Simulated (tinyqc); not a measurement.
Worked calculation: single-band model of a thermoelectric material. Computed by tinyqc, a small Python program that keeps every step. Command: `OMP_NUM_THREADS=1 python tinyqc.py 3027546 3027547 out.jsonl thermo walk`. One thread of a shared host (Intel(R) Xeon(R) Processor @ 2.30GHz), about 0.01 s of CPU time with the checks. Intermediate numbers are printed to about 6 digits and carried at full precision; extremes and crossings named in words are read from the listed rows.

One spherical band, one scattering law, no minority carriers and no phonon drag. In a real material minority carriers limit |S| to about E_g/(2 e T), so larger values are formal. eta = E_F/(k_B T) is counted from the band edge; f = 1/(1 + exp(x - eta)).

Inputs (values chosen for the exercise, for a model material): density-of-states mass m = 0.35 m_0; non-parabolicity alpha = 3 1/eV; mobility parameter mu_300 = 2400 cm^2/(V s); temperature exponent p = 1.5; lattice thermal conductivity kappa_L = 1.1 W/(m K); carrier density n = 3.5e+18 1/cm^3; temperature T = 640 K.

Band: Kane. Scattering: acoustic phonons, r = -0.5.

Constants: m_0 = 9.1093837015e-31 kg; k_B = 1.380649e-23 J/K; hbar = 1.054571817e-34 J s; k_B = 8.617333262e-05 eV/K; e = 1.602176634e-19 C.

## Fermi level

With x = E/(k_B T), a = alpha k_B T (0 for a parabolic band), G = x (1 + a x), D = 1 + 2 a x and <y> = int y f (1 - f) dx, f = 1/(1 + exp(x - eta)): tau = tau_0 G^r/D; transport function s = G^(3/2 + r)/D^2; n = N_0 <G^(3/2)> with N_0 = (2 m k_B T)^(3/2)/(3 pi^2 hbar^3). Integrals over x = E/(k_B T) use 160 Gauss-Legendre points in u = sqrt(x) from 0 to sqrt(max(eta, 0) + 32). Solve for eta.

N_0 = 1.21794e+19 1/cm^3

reduced Fermi level eta = -2.02851

## Transport integrals

The formulas are those given above.

<s> = 0.0655551

<x s> = 0.107133

<x^2 s> = 0.267459

<G^(3/2)> = 0.287370

<G^(3/2 + 2r)/D^4> = 0.0350831

## Coefficients

sigma = e mu_0 N_0 <s> with mu_0 = e tau_0/m = mu_300 (T/300 K)^(-p); |S| = (k_B/e)(<x s>/<s> - eta); Lorenz number L = (k_B/e)^2 (<x^2 s>/<s> - (<x s>/<s>)^2); kappa_e = L sigma T; zT = S^2 sigma T/(kappa_L + kappa_e). Hall factor r_H = <G^(3/2)> <G^(3/2 + 2r)/D^4>/<s>^2; drift mobility sigma/(n e) with n = N_0 <G^(3/2)>; power factor S^2 sigma.

conductivity sigma = 98.5295 S/cm

Seebeck coefficient |S| = 315.632 microvolt/K

Lorenz number L = 1.04641 1e-8 V^2/K^2

drift mobility = 175.706 cm^2/(V s)

Hall factor r_H = 2.34599

power factor = 9.81584 microwatt/(cm K^2)

kappa_e = 0.0659853 W/(m K)

zT = 0.538784

L is 43 % of the degenerate value pi^2/3 (k_B/e)^2 = 2.443. The charge carriers transport 6 % of the heat.

## Best doping

Quality factor B = (k_B/e)^2 e mu_0 N_0 T/kappa_L; zT and the power factor are maximised over eta between -8 and 30.

quality factor B = 0.649371

eta of the largest zT = -0.806280

density of the largest zT = 1.10484e+19 1/cm^3

largest zT = 0.680985

|S| at the largest zT = 220.699 microvolt/K

eta of the largest power factor = -0.354169

density of the largest power factor = 1.65048e+19 1/cm^3

largest power factor = 14.2647 microwatt/(cm K^2)

The sample is underdoped by a factor 3.16 and reaches 79 % of the best zT. zT peaks at a density 1.49 times lower than the power factor, because kappa_e grows with n.

## Against the Fermi level

The formulas are those given above.

The same material at other dopings:
```
eta   n (1/cm^3)  |S| (microvolt/K)  sigma (S/cm)  power factor (microwatt/(cm K^2))           zT
-4   5.02087e+17            481.256         14.69                        3.40189e+00  1.96213e-01
-3   1.35326e+18            396.302         39.15                        6.14918e+00  3.49573e-01
-2   3.59775e+18            313.313        101.16                        9.93008e+00  5.44210e-01
-1   9.25844e+18            234.972        243.07                        1.34201e+01  6.76521e-01
0    2.23156e+19            165.901        508.35                        1.39916e+01  6.03395e-01
1    4.86207e+19            110.897        874.90                        1.07597e+01  3.72845e-01
2    9.44043e+19             71.454       1243.70                        6.34991e+00  1.74874e-01
4    2.65941e+20             28.664       1743.40                        1.43242e+00  2.79887e-02
6    5.76679e+20             12.060       1974.15                        2.87136e-01  4.70952e-03
10   1.77113e+21              3.075       2140.26                        2.02438e-02  2.95340e-04
```

|S| falls and sigma rises with eta, so their product S^2 sigma peaks: among these rows at eta = 0, and zT at eta = -1, where |S| = 235 microvolt/K. zT stays above 90 % of its best row from n = 9.3e18 to 9.3e18 per cm^3.

Checks made by the program: n recomputed from eta (relative difference below 1e-10).
